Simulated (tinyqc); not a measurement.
# Free and trapped electrons in a MOS channel with a dense trap tail, step by step

Computed by the program tinyqc: `OMP_NUM_THREADS=1 python tinyqc.py 2222108 2222109 out.jsonl`, one thread of a shared Intel Xeon 2.30GHz, about 0.03 s for the whole run. Printed values are rounded.

p-type body, charge-sheet picture, full ionisation (an idealisation for deep acceptors), Boltzmann statistics for free electrons. e = Ec - EF at the surface. Acceptor-like traps of density D(E) = D0 + De exp(-E/Ew) at depth E below Ec, from 0 to Eu, hold n_t = integral of D(E)/(1 + exp((e - E)/Vt)). psi = Eg - Vt ln(Nv/Na) - e; N_dep = sqrt(2 eps0 eps_r Na (psi - Vt)/q); n_f = sqrt(N_dep^2 + 2 eps0 eps_r Vt Nc exp(-e/Vt)/q) - N_dep; Vg = Vfb + psi + q (N_dep + n_t + n_f)/Cox, Cox = eps0 eox/tox.

Inputs (values chosen for the exercise); band and dielectric values close to those of 4H silicon carbide:
```
symbol,value,unit,meaning
T,300,K,temperature
Eg,3.27,eV,band gap
eps_r,9.58,,relative permittivity
Nc,1.68e19,cm^-3,conduction-band density of states at T
Nv,2.51e19,cm^-3,valence-band density of states at T
eox,3.9,,relative permittivity of the insulator
tox,34,nm,insulator thickness
Na,3.2e15,cm^-3,acceptor density
Vfb,-2.71,V,flat-band voltage without trapped charge
D0,7.6e10,cm^-2 eV^-1,constant background density of acceptor-like traps
De,4.3e12,cm^-2 eV^-1,density of the tail at the conduction edge
Ew,0.07,eV,decay energy of the tail
Eu,0.55,eV,depth below Ec down to which the traps reach
mf,210,cm^2/(V s),mobility of free electrons
e,0.14,eV,Ec - EF at the surface
```

Constants: q = 1.602176634e-19 C, kB = 1.380649e-23 J/K, Vt = kB T/q, eps0 = 8.8541878128e-14 F/cm where lengths are in cm. Results are converted to the units shown.

## Trapped charge

Trapezoid rule on 13 equal steps from 0 to Eu, f = 1/(1 + exp((e - E)/Vt)).

| point | E (eV) | D(E) f (cm^-2 eV^-1) |
|---|---|---|
| 0 | 0 | 1.93755e10 |
| 1 | 0.0423077 | 5.41800e10 |
| 2 | 0.0846154 | 1.42842e11 |
| 3 | 0.126923 | 2.92462e11 |
| 4 | 0.169231 | 3.47207e11 |
| 5 | 0.211538 | 2.68556e11 |
| 6 | 0.253846 | 1.88133e11 |
| 7 | 0.296154 | 1.38198e11 |
| 8 | 0.338462 | 1.10114e11 |
| 9 | 0.380769 | 9.46594e10 |
| 10 | 0.423077 | 8.61988e10 |
| 11 | 0.465385 | 8.15732e10 |
| 12 | 0.507692 | 7.90453e10 |
| 13 | 0.55 | 7.76640e10 |

n_t = 8.17253e10 cm^-2

With 1600 steps n_t = 8.180e10 cm^-2; the coarse value is 0.090 % below it.

## Charges and gate voltage

psi, N_dep, n_f and Vg as defined, with the n_t given; free share n_f/(n_f + n_t); apparent mobility mf n_f/(n_f + n_t); gate voltage spent on traps q n_t/Cox.

psi = 2.89817 V
N_dep = 3.11967e11 cm^-2
n_f = 3.12176e10 cm^-2
Vg = 0.858478 V
free share = 27.6402 %
apparent mobility = 58.0443 cm^2/(V s)
gate voltage spent on traps = 0.128924 V
